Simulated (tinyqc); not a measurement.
Inside a calculation: polar nitride quantum well with polarisation fields. Values are carried at full precision from step to step, so a last printed digit may differ when a step is redone from the rounded ones.

Growth along [0001]. e_par = (a_sub - a)/a, Ppz = 2 e_par (e31 - e33 C13/C33), P = Psp + Ppz in each layer; strain relaxation and the strain shift of the gaps are left out, although thick layers with more than about 1 % mismatch would relax.

Constants: hbar^2/2m0 = 3.80998211 eV angstrom^2; hc = 1239.841984 eV nm.

Inputs chosen for the exercise (near those of a GaN well in AlGaN; the results hold for these values, not for the real material): a_w = 3.189 angstrom (lattice constant a, well); a_b = 3.147 angstrom (lattice constant a, barrier); a_sub = 3.189 angstrom (in-plane lattice constant of the stack); Psp_w = -0.0331 C/m^2 (spontaneous polarisation); Psp_b = -0.061 C/m^2 (spontaneous polarisation); e31_w = -0.351 C/m^2; e31_b = -0.45 C/m^2; e33_w = 0.69 C/m^2; e33_b = 1.165 C/m^2; C_w = 0.26 (C13/C33); C_b = 0.274 (C13/C33); Lw = 28 angstrom (well width); Lb = 65 angstrom (barrier width); eps_w = 10.1 (dielectric constant); eps_b = 10.3 (dielectric constant); Eg = 3.44 eV (gap of the well); Vc = 0.899 eV (conduction offset); Vv = 0.423 eV (valence offset); me = 0.2 m0 (electron, well); meb = 0.266 m0 (electron, barrier); mh = 1.35 m0 (hole, everywhere).

## Strain and polarisation

Give strain and polarisation of well and barrier; the bound sheet charge is |P_w - P_b|/e with e = 1.602176634e-19 C.

Layers:
```
layer      e_par  Ppz (C/m^2)  P (C/m^2)
well     0.00000      0.00000   -0.03310
barrier  0.01335     -0.02053   -0.08153
```

sheet charge = 3.023 x 1e13/cm^2

Of P_w - P_b = +0.0484 C/m^2 the piezoelectric part gives +0.0205 and the spontaneous part +0.0279.

## Built-in fields

In a periodic stack without free charge the potential drop over a period vanishes: F_w = (P_b - P_w) Lb/(eps0 (eps_w Lb + eps_b Lw)), F_b = -F_w Lw/Lb, eps0 = 8.8541878e-12 F/m; 1 MV/cm = 1e8 V/m = 0.01 V/angstrom.

Give both fields and the drop |F_w| Lw across the well.

F_w = -3.763 MV/cm
F_b = 1.621 MV/cm
drop = 1.054 eV

## Levels with and without the field

Envelope functions on cells of 0.25 angstrom over barrier, well, barrier (widths Lb, Lw, Lb), psi = 0 beyond, psi'/m continuous (mean mass between points), c = hbar^2/2m0. With u(z) the integral of e F (F_w in the well, F_b = -F_w Lw/Lb in the barriers, 1 MV/cm = 0.01 V/angstrom), zero at the centre of the well, the electron sees u plus Vc in the barriers and the hole -u plus Vv. The transition is Eg + E_e + E_h; excitons are left out.

Ground states of electron and hole, their centres, the squared overlap, the transition and its wavelength hc/E.

Results:
```
case            E_e (eV)  E_h (eV)  <z>_e  <z>_h  overlap^2  E (eV)     nm
no field          0.1254    0.0252    0.0    0.0      0.981  3.5906  345.3
built-in field   -0.0263   -0.2606    7.3  -10.6     0.0423  3.1531  393.2
```

The field shifts the line by -438 meV, below the gap of the well material, pulls the carriers 17.9 angstrom apart and, with the rate proportional to overlap^2, lengthens the radiative lifetime by a factor 23.2.

## Estimate from two triangular wells

For a strong field: E = Eg - |e F_w| Lw + a0 (c (e F_w)^2)^(1/3) (me^(-1/3) + mh^(-1/3)), a0 = 2.338107, hard walls, c = hbar^2/2m0, 1 MV/cm = 0.01 V/angstrom.

electron term = 0.7012 eV
hole term = 0.3710 eV
E = 3.4586 eV

Both terms lie below the drop across the well, but the estimate also takes the near wall as infinitely high. Against the grid result 3.1531 eV the estimate errs by +306 meV: +201 from the electron and +105 from the hole, since hard walls stand in for offsets of 0.899 and 0.423 eV into which the carriers leak.

## Checks

- Electron level without field against the matching condition of the square well, eV: both 0.125.

Computed by tinyqc, a small Python program: `OMP_NUM_THREADS=1 python tinyqc.py 1250356 1250357 out.jsonl` (the numbers bound the seed that draws the inputs); one thread of a shared host (Intel(R) Xeon(R) Processor @ 2.30GHz), about 0.04 s for the whole set of steps.
